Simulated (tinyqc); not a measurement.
# Worked calculation: on-chip power grid, static voltage drop by conjugate gradients

tinyqc, about 0.3 s, one thread, Intel Xeon 2.30GHz (shared host): `OMP_NUM_THREADS=1 python tinyqc.py 2770222 2770223 out.jsonl` Printed values are rounded.

A grid of 3 rows and 4 columns, node k = 4 row + column. Neighbours in a row are joined by Rx, in a column by Ry; pad nodes, which reach the supply through Rp: 0, 8. Each node draws I0, node 10 draws kh I0. The drops u = Vdd - V solve G u = i, with G the conductance matrix (1/Rp added on the diagonal at pad nodes).

Inputs (values chosen for the exercise):
```
symbol,value,unit,meaning
Vdd,0.8,V,supply voltage
Rx,0.26,ohm,resistance of a horizontal segment
Ry,1.9,ohm,resistance of a vertical segment
Rp,0.099,ohm,resistance from a pad node to the supply
I0,2.5,mA,load current of an ordinary node
kh,3,,factor on the load at the hot node
```

## Diagonal of G, loads and first direction

G_kk = sum of the conductances at node k. Start u = 0, so the residual is r = i; z = r/G_kk (Jacobi preconditioner), p = z.

G_kk (S):
```
         col 0    col 1    col 2    col 3
row 0  14.4735  8.21862  8.21862  4.37247
row 1  4.89879  8.74494  8.74494  4.89879
row 2  14.4735  8.21862  8.21862  4.37247
```

r at the start (mA):
```
       col 0  col 1  col 2  col 3
row 0    2.5    2.5    2.5    2.5
row 1    2.5    2.5    2.5    2.5
row 2    2.5    2.5    7.5    2.5
```

p at the start (mV):
```
          col 0     col 1     col 2     col 3
row 0  0.172730  0.304187  0.304187  0.571759
row 1  0.510331  0.285880  0.285880  0.510331
row 2  0.172730  0.304187  0.912562  0.571759
```

## Iteration 1: conjugate-gradient step

u at the start (mV):
```
       col 0  col 1  col 2  col 3
row 0      0      0      0      0
row 1      0      0      0      0
row 2      0      0      0      0
```

q = G p; with z = r/G_kk: a = (r.z)/(p.q); u(new) = u + a p; r(new) = r - a q; b = (r.z)(new)/(r.z); p(new) = z(new) + b p.

q (mA):
```
         col 0     col 1     col 2     col 3
row 0  1.06145   0.51524  -1.01949   1.06145
row 1  1.21864  -0.88254  -1.20274   0.79861
row 2  1.06145  -1.82466   3.98051  -1.27845
```

a = 4.67477

u after iteration 1 (mV):
```
         col 0    col 1    col 2    col 3
row 0  0.80747  1.42201  1.42201  2.67284
row 1  2.38568  1.33642  1.33642  2.38568
row 2  0.80747  1.42201  4.26602  2.67284
```

r after iteration 1 (mA):
```
         col 0    col 1     col 2    col 3
row 0  -2.4621   0.0914    7.2659  -2.4621
row 1  -3.1969   6.6257    8.1225  -1.2333
row 2  -2.4621  11.0299  -11.1080   8.4764
```

b = 4.15102

p after iteration 1 (mV):
```
         col 0    col 1    col 2    col 3
row 0  0.54690  1.27380  2.14676  1.81030
row 1  1.46581  1.94435  2.11552  1.86663
row 2  0.54690  2.60475  2.43650  4.31198
```

## Iteration 2: conjugate-gradient step

As before.

q (mA):
```
          col 0     col 1     col 2     col 3
row 0   2.24477  -0.91465   4.66804  -1.32372
row 1  -0.87328   1.18756   1.43022  -2.21464
row 2  -2.87423   8.90948  -7.69154   8.50041
```

a = 1.48141

u after iteration 2 (mV):
```
         col 0    col 1    col 2    col 3
row 0  1.61765  3.30904  4.60225  5.35465
row 1  4.55715  4.21681  4.47038  5.15093
row 2  1.61765  5.28071  7.87548  9.06067
```

r after iteration 2 (mA):
```
          col 0     col 1    col 2     col 3
row 0  -5.78749   1.44634  0.35057  -0.50109
row 1  -1.90319   4.86642  6.00380   2.04748
row 2   1.79587  -2.16876  0.28638  -4.11618
```

b = 0.225404

p after iteration 2 (mV):
```
          col 0    col 1    col 2    col 3
row 0  -0.27660  0.46310  0.52654  0.29345
row 1  -0.05810  0.99475  1.16339  0.83870
row 2   0.24735  0.32324  0.58404  0.03055
```

## Course of the conjugate-gradient iteration

Stop when |r| is below 1e-9 mA.

Course of the iteration:
```
iteration  largest u (mV)  |r| (mA)
1                 4.26602      22.6
2                 9.06067      11.3
3                 9.10321      7.44
4                 8.87770      6.32
5                 8.92394      2.96
6                 8.92709      1.29
7                 8.81537     0.737
8                 8.71151     0.555
9                 8.69608     0.391
10                8.70663    0.0666
11                8.70561    0.0121
12                8.70633   < 1e-11
```

Converged in 12 iterations for 12 unknowns; in exact arithmetic the method needs at most 12. The condition number of the scaled matrix is 31.7. Gauss-Seidel sweeps in node order need 185 to reach the same residual.

## Worst drop, pad currents and power lost

converged u (mV):
```
         col 0    col 1    col 2    col 3
row 0  1.60478  4.46277  6.25562  7.12238
row 1  6.76822  7.49641  8.27333  8.70633
row 2  1.86022  5.42404  8.05426  8.70451
```

Pad current u/Rp; worst drop as a share of Vdd; power lost in the grid and pads sum_k i_k u_k; power delivered sum_k i_k (Vdd - u_k).

worst drop = 8.70633 mV
share of Vdd = 1.08829 %
pad currents (mA): node 0 16.2099, node 8 18.7901
power lost = 0.227103 mW
power delivered = 27.7729 mW

The pad currents add up to the total load, 35.00 mA. The worst drop is at node 7, not at the hot node.
